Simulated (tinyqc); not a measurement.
From one set of inputs to another, one input at a time: liquidus of a compound AB in a simple-solution melt, liquid-phase epitaxy and vapour pressures. Computed by tinyqc, a small Python program. Command: `OMP_NUM_THREADS=1 python tinyqc.py 3008419 3008420 out.jsonl liq35 ladder`. One thread of a shared host (Intel(R) Xeon(R) Processor @ 2.30GHz), about 0.03 s of CPU time with the checks.

x is the atom fraction of B in the melt. The melt is a simple solution: R T ln gamma_B = W (1 - x)^2, R T ln gamma_A = W x^2, W = a + b T. The solid AB is stoichiometric.

The inputs printed are set A. Inputs not listed in the table keep their values of set A, so the rows need not describe a real material.

Inputs (values chosen for the exercise, for a model compound):
```
quantity                                   value       unit
melting point T_F                           1226          K
entropy of fusion S_F                       67.5  J/(mol K)
interaction a                               17.7     kJ/mol
interaction slope b                          -41  J/(mol K)
saturation temperature T                     912          K
step dT                                      5.6          K
cooling rate c                              0.44      K/min
growth time t                                  8        min
diffusivity in the melt D                8.4e-05     cm^2/s
molar volume of the melt V_L                16.4   cm^3/mol
lattice constant a0                        6.058   angstrom
melt depth w                                 3.1         mm
heat of evaporation of A                     268     kJ/mol
entropy of evaporation of A                  108  J/(mol K)
heat of evaporation of B as (1/2) B2        94.1     kJ/mol
entropy of evaporation of B as (1/2) B2     59.8  J/(mol K)
```

Growth programme: ramp cooling.

Constants: R = 8.314462618 J/(mol K); N_A = 6.02214076e+23 1/mol; k_B = 8.617333262e-05 eV/K.

Method:
- Liquidus (Vieland): f(x) = R T ln[4 x (1 - x)] + 2 W (1/2 - x)^2 + S_F (T_F - T) = 0.
- Newton steps with f' = (1 - 2x)[R T/(x (1 - x)) - 2 W], from the dilute estimate x = (1/4) exp[-(S_F (T_F - T) + W/2)/(R T)]; stop below 1e-13; f under 1e-6 shown as 0.
- dx/dT = -(df/dT)/f', df/dT = R ln[4 x (1 - x)] + 2 b (1/2 - x)^2 - S_F, f' = (1 - 2x)[R T/(x (1 - x)) - 2 W]. Concentrations: C_L = x N_A/V_L in the melt, C_S = 4/a0^3 in the solid; m = dT/dC_L.
- Semi-infinite melt (Hsieh): step d = 2 dT sqrt(D t/pi)/(C_S m); ramp d = (4/3) c sqrt(D/pi) t^(3/2)/(C_S m); supercooling is their sum. A melt of depth w can give at most w (undercooling)/(C_S m).
- Over the A-rich liquidus: p_A = gamma_A (1 - x) exp(S_A/R - H_A/(R T)), p_B2 = [gamma_B x exp(S_B/R - H_B/(R T))]^2, in bar. Free evaporation is congruent while the A flux over this liquidus is at least the B flux; with A and B2 taken as equal in mass for the estimate, T_c solves p_A = 2 p_B2.

Each row keeps all changes above it; columns: (1) input moved; (2) from; (3) to; (4) thickness d (micrometre); (5) apparent heat of solution k_B T^2 d ln x/dT (eV); (6) congruent temperature T_c (K):
```
(1)                                          (2)      (3)    (4)     (5)    (6)
set A                                          -        -   5.62  0.7971  768.8
step dT (K)                                  5.6      3.7   5.62  0.7971  768.8
saturation temperature T (K)                 912     1042  10.64  0.6346  768.8
diffusivity in the melt D (cm^2/s)       8.4e-05  0.00011  12.18  0.6346  768.8
cooling rate c (K/min)                      0.44     0.27   7.47  0.6346  768.8
melting point T_F (K)                       1226     1335   4.87  0.7722  929.8
interaction a (kJ/mol)                      17.7     17.9   4.86  0.7755  927.8
molar volume of the melt V_L (cm^3/mol)     16.4     16.7   4.78  0.7755  927.8
```

Where does the difference come from?

Thickness d goes from 5.62 to 4.78, a factor 0.849 in all. The largest single move comes from saturation temperature T (a factor 1.89), but it runs against the net change; the largest move in the direction of the net change is cooling rate c (a factor 0.614). Apparent heat of solution k_B T^2 d ln x/dT goes from 0.797 to 0.776, a factor 0.9729 in all. The largest single move comes from saturation temperature T (a factor 0.796), and melting point T_F works against it (a factor 1.22). Congruent temperature T_c goes from 769 to 928, a factor 1.21 in all. The largest single move comes from melting point T_F (a factor 1.21). The single moves hold for this order of the switches; the total does not depend on the order.

Caution (all rows): the diffusion length nears the melt depth, so the semi-infinite formula overstates the thickness.

Extremes, crossings and ranges named in words are read from the listed rows.
